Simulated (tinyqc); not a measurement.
Worked calculation: sp3 tight binding, zinc-blende lattice. One step of it, computed by the program tinyqc.

Problem. Levels at G. Diagonalise the Hermitian matrix.

H(k) at G (eV):
```
,a s,a px,a py,a pz,c s,c px,c py,c pz
a s,-11.940000,0.000000,0.000000,0.000000,-9.213548,0.000000,0.000000,0.000000
a px,0.000000,-6.160000,0.000000,0.000000,0.000000,3.553797,0.000000,0.000000
a py,0.000000,0.000000,-6.160000,0.000000,0.000000,0.000000,3.553797,0.000000
a pz,0.000000,0.000000,0.000000,-6.160000,0.000000,0.000000,0.000000,3.553797
c s,-9.213548,0.000000,0.000000,0.000000,-11.940000,0.000000,0.000000,0.000000
c px,0.000000,3.553797,0.000000,0.000000,0.000000,-6.160000,0.000000,0.000000
c py,0.000000,0.000000,3.553797,0.000000,0.000000,0.000000,-6.160000,0.000000
c pz,0.000000,0.000000,0.000000,3.553797,0.000000,0.000000,0.000000,-6.160000
```

Give: eigenvalues.

Solution.

eigenvalues (eV): -21.154  -9.714  -9.714  -9.714  -2.726  -2.606  -2.606  -2.606
